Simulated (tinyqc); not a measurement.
Worked calculation: Jacobi rotations on a symmetric matrix. One step of it, computed by the program tinyqc.

Task: Jacobi rotation 1. Take the largest off-diagonal element A_pq; tan 2 theta = 2 A_pq / (A_qq - A_pp) with |theta| <= pi/4; A' = J^T A J with J_pp = J_qq = cos, J_pq = sin, J_qp = -sin.

A, lower triangle:
```
,1,2,3,4,5
1,0.047000
2,0.477000,0.246000
3,-0.531000,0.300000,0.750000
4,-0.277000,0.291000,-0.023000,1.102000
5,-0.282000,0.062000,0.025000,0.468000,2.210000
```

Give: p, q, theta; A'.

Result:

p, q, theta (rad): 1.0000  3.0000  -0.4930

A', lower triangle:
```
,1,2,3,4,5
1,-0.2383
2,0.5622,0.2460
3,0.0000,0.0385,1.0353
4,-0.2549,0.2910,0.1108,1.1020
5,-0.2366,0.0620,0.1555,0.4680,2.2100
```
